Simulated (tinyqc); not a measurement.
# Voltage drop against the pad pitch

A grid of 17 by 17 nodes with segments Rx (rows) and Ry (columns); every node draws I1 and the central node kh I1; pads with resistance Rp sit at the nodes whose row and column are multiples of the pitch, counting from 0. The drops u = Vdd - V follow from G u = i, with G the conductance matrix and i the load currents, solved directly.

Inputs (values chosen for the exercise): supply voltage Vdd = 0.9 V; resistance of a horizontal segment Rx = 0.23 ohm; resistance of a vertical segment Ry = 0.33 ohm; resistance from a pad node to the supply Rp = 0.19 ohm; factor on the load at the hot node kh = 3; load current of a node in the large grid I1 = 1.2 mA.

Voltage drop against the pad pitch:

| pitch (nodes) | pads | worst drop (mV) | mean drop (mV) | largest drop at a pad (mV) | largest pad current (mA) | worst drop over Vdd (%) |
|---|---|---|---|---|---|---|
| 1 | 289 | 0.3731 | 0.2296 | 0.3731 | 1.964 | 0.04146 |
| 2 | 81 | 1.288 | 1.024 | 1.082 | 5.694 | 0.1431 |
| 4 | 25 | 4.845 | 4.021 | 3.475 | 18.29 | 0.5384 |
| 8 | 9 | 15.93 | 14.21 | 10.27 | 54.05 | 1.770 |
| 16 | 4 | 51.03 | 45.18 | 16.59 | 87.30 | 5.669 |

The worst drop goes from 0.373 to 51.0 mV while the number of pads falls from 289 to 4; between the last two rows it goes as pitch^(1.68). The largest drop at a pad is 100 % of the worst drop in the first row and 32.5 % in the last; the rest falls along the wires.

Numbers from tinyqc (`OMP_NUM_THREADS=1 python tinyqc.py 2770166 2770167 out.jsonl`; about 0.1 s on one thread of a shared Intel Xeon 2.30GHz).
